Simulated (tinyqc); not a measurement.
Surface Green function of a dimerised chain, Sancho-Rubio decimation: two steps of the calculation.

A semi-infinite lead of cells 0, 1, 2, ... with H0 inside a cell and H1 = <cell i|H|cell i + 1>. Cell A, B with A at the surface; -t1 joins A and B, -t2 joins B to the next A. z = E + i eta.

Parameters, values chosen for the exercise:
```
symbol  value  unit     meaning
E        0.41    eV      energy
eta      0.05    eV  broadening
```

Problem 1. Decimation. Start with e_s = e = H0, a = H1, b = H1^dagger. Each round: g = (z - e)^(-1); e_s <- e_s + a g b; e <- e + a g b + b g a; a <- a g a; b <- b g b (all with the old a, b). Round k joins cells 2^k apart.

e_s after round 2 (eV):

|  | A | B |
|---|---|---|
| A | 0.0000000+0.0000000i | -0.8200000+0.0000000i |
| B | -0.8200000+0.0000000i | 2.6203617-1.1194575i |

e after round 2 (eV):

|  | A | B |
|---|---|---|
| A | 2.6203617-1.1194575i | -0.8200000+0.0000000i |
| B | -0.8200000+0.0000000i | 2.6203617-1.1194575i |

a after round 2 (eV):

|  | A | B |
|---|---|---|
| A | 0.0000000+0.0000000i | 0.0000000+0.0000000i |
| B | -2.1413840+1.0287388i | 0.0000000+0.0000000i |

b after round 2 (eV):

|  | A | B |
|---|---|---|
| A | 0.0000000+0.0000000i | -2.1413840+1.0287388i |
| B | 0.0000000+0.0000000i | 0.0000000+0.0000000i |

Wanted: g; e_s after round 3; e after round 3; a after round 3; b after round 3.

Solution 1.

g (1/eV):

|  | A | B |
|---|---|---|
| A | -0.35422-0.23257i | -0.06700-0.12173i |
| B | -0.06700-0.12173i | -0.35422-0.23257i |

e_s after round 3 (eV):

|  | A | B |
|---|---|---|
| A | 0.00000+0.00000i | -0.82000+0.00000i |
| B | -0.82000+0.00000i | 0.34626-0.37914i |

e after round 3 (eV):

|  | A | B |
|---|---|---|
| A | 0.34626-0.37914i | -0.82000+0.00000i |
| B | -0.82000+0.00000i | 0.34626-0.37914i |

a after round 3 (eV):

|  | A | B |
|---|---|---|
| A | 0.00000+0.00000i | 0.00000+0.00000i |
| B | -0.77267-0.13416i | 0.00000+0.00000i |

b after round 3 (eV):

|  | A | B |
|---|---|---|
| A | 0.00000+0.00000i | -0.77267-0.13416i |
| B | 0.00000+0.00000i | 0.00000+0.00000i |

Problem 2. Self-energy, Dyson check and densities of states. Sigma = H1 g_s H1^dagger is what the lead adds to one more cell, and (z - H0 - Sigma)^(-1) must give g_s back. Densities of states: -Im of the diagonals over pi.

H0 (eV):

|  | A | B |
|---|---|---|
| A | 0 | -0.82 |
| B | -0.82 | 0 |

H1 (eV):

|  | A | B |
|---|---|---|
| A | 0 | 0 |
| B | -1 | 0 |

converged surface Green function g_s (1/eV):

|  | A | B |
|---|---|---|
| A | 0.61584171-0.82452659i | 0.86131533+0.37471197i |
| B | 0.86131533+0.37471197i | -0.40780937-0.23987521i |

converged bulk Green function (1/eV):

|  | A | B |
|---|---|---|
| A | -0.01336803-0.62352850i | 0.55116592-0.14226522i |
| B | 0.55116592-0.14226522i | -0.01336803-0.62352850i |

Find: Sigma; (z - H0 - Sigma)^(-1); surface density of states; bulk density of states.

Solution 2.

Sigma (eV):

|  | A | B |
|---|---|---|
| A | 0.0000+0.0000i | 0.0000+0.0000i |
| B | 0.0000+0.0000i | 0.6158-0.8245i |

(z - H0 - Sigma)^(-1) (1/eV):

|  | A | B |
|---|---|---|
| A | 0.6158-0.8245i | 0.8613+0.3747i |
| B | 0.8613+0.3747i | -0.4078-0.2399i |

| orbital | surface density of states (1/eV) | bulk density of states (1/eV) |
|---|---|---|
| A | 0.2625 | 0.1985 |
| B | 0.0764 | 0.1985 |

tinyqc, about 0.01 s, one thread, Intel Xeon 2.30GHz (shared host): `OMP_NUM_THREADS=1 python tinyqc.py 2680130 2680131 out.jsonl`
